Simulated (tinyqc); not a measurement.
Inside a calculation. Model: resistance of a tapered via with liner, size effect and interface.

tinyqc, about 0.01 s, one thread, Intel Xeon 2.30GHz (shared host): `OMP_NUM_THREADS=1 python tinyqc.py 2750204 2750205 out.jsonl` Printed values are rounded.

A round via whose diameter grows from db at the bottom as D(z) = db + 2 z/tan(ang). The fill, of diameter D - 2 tl, starts above the bottom liner (thickness fb tl) and has rho = rho0 (1 + ks lam/(D - 2 tl)); the sidewall liner conducts in parallel with it. The bottom liner and the interface are crossed over the full area pi db^2/4. Spreading in the lines above and below is left out.

Values chosen for this exercise; fill metal close to copper:
- db = 23 nm (diameter at the bottom)
- hv = 80 nm (height)
- ang = 88 degrees (sidewall angle)
- rho0 = 1.67 uohm cm (bulk resistivity of the fill)
- lam = 39.6 nm (mean free path of the fill)
- ks = 0.7 (size-effect factor)
- tl = 2.7 nm (liner on the sidewall)
- fb = 1 (liner at the bottom over that on the sidewall)
- rl = 350 uohm cm (resistivity of the liner)
- ri = 1.6e-12 ohm cm^2 (interface resistivity at the bottom)
- Sb = 1.1e15 S/m^2 (ballistic conductance per area, about 3/(4 rho0 lam))

## Slices of the via

Slices between z0 = fb tl and hv, evaluated at their midpoints: conductance per length pi/4 [(D - 2 tl)^2/rho + (D^2 - (D - 2 tl)^2)/rl], slice resistance = slice height over that. 8 slices.

```
slice    z (nm)    D (nm)  rho (uohm cm)  slice resistance (ohm)
0      7.531250  23.52599       4.223923                1.568696
1      17.19375  24.20084       4.132252                1.427173
2      26.85625  24.87568       4.046933                1.303110
3      36.51875  25.55053       3.967330                1.193833
4      46.18125  26.22537       3.892885                1.097148
5      55.84375  26.90021       3.823114                1.011247
6      65.50625  27.57506       3.757589               0.9346295
7      75.16875  28.24990       3.695934               0.8660406
```

## Total resistance

R_fill = sum of the slices; R_bottom = rl fb tl/(pi db^2/4); R_interface = ri/(pi db^2/4); ballistic (Sharvin) limit 1/(Sb pi (db - 2 tl)^2/4); ideal cylinder rho0 hv/(pi db^2/4).

parts (ohm): fill 9.401876, bottom liner 22.74502, interface 0.3851008
R = 32.53199 ohm
shares (%): fill 28.90040, bottom liner 69.91584, interface 1.18376
ballistic limit = 3.736733 ohm
ideal cylinder = 3.215592 ohm

The bottom liner is the largest part, and R is 10.1 times the ideal cylinder. With 2000 slices R = 32.536 ohm.
